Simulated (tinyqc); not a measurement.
Chip with leakage that grows with temperature, electro-thermal loop and runaway: two steps of the calculation.

One temperature T for the device, T = T0 + Rth P(T), with P(T) = Pd + Pl (T/300 K)^2 exp[(q Ea/kB)(1/(300 K) - 1/T)]. The loop gain is Rth dP/dT; a solution is thermally stable when it is below one.

Inputs (values chosen for the exercise):
- T0 = 300 K (ambient temperature)
- Pd = 7.3 W (temperature-independent switching power)
- Pl = 0.198 W (leakage power at 300 K)
- Ea = 0.41 eV (activation energy of the leakage)
- Rth = 4.5 K/W (thermal resistance)

Constants: q = 1.602176634e-19 C, kB = 1.380649e-23 J/K. Results are converted to the units shown.

Question 1. Temperature by Newton steps. P(T) = Pd + Pl (T/300 K)^2 exp[(q Ea/kB)(1/(300 K) - 1/T)]; P'(T) = (P - Pd)(2/T + q Ea/(kB T^2)); G = Rth P'; T(new) = T + (T0 + Rth P - T)/(1 - G).

T at the start = 300 K

Wanted: P; G; T after iteration 1.

Answer 1.

P = 7.4980 W
G = 0.053043
T after iteration 1 = 335.63 K

Question 2. Loop gain and effective thermal resistance. P(T) = Pd + Pl (T/300 K)^2 exp[(q Ea/kB)(1/(300 K) - 1/T)]; P'(T) = (P - Pd)(2/T + q Ea/(kB T^2)); G = Rth P'. A small change of T0 changes T by 1/(1 - G) times as much.

converged T = 340.37652 K

Give: P; G; dT/dT0.

Answer 2.

P = 8.9726 W
G = 0.35332
dT/dT0 = 1.5463

The feedback is positive: heating raises the power. A second, unstable solution lies at 388.8 K; above it the temperature runs away.

Program tinyqc, `OMP_NUM_THREADS=1 python tinyqc.py 2520017 2520018 out.jsonl`; Intel Xeon 2.30GHz, shared host, one thread, about 0.01 s.
